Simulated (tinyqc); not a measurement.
Coupled-perturbed Hartree-Fock on RHF in the sto-3g basis, for H3-, spin multiplicity 1, step by step. The basis has no diffuse functions, so it cannot describe the extra electron: this is an exercise in the method, not the real anion. One step of it, computed by the program tinyqc.

Task: Response to a field: uncoupled start. Field along z; U_ai = -mu_ai / (e_a - e_i), alpha = -4 sum U_ai mu_ai.

orbital energies (hartree): MO1 -0.139936, MO2 0.178907, MO3 0.994471

dipole integrals <a|z|i> (bohr):
```
,i1,i2
a3,0.000000,-1.533568
```

Give: uncoupled U; uncoupled polarisability.

Result:

uncoupled U:
```
,i1,i2
a3,0.0000,1.8804
```

uncoupled polarisability = 11.5348 bohr^3
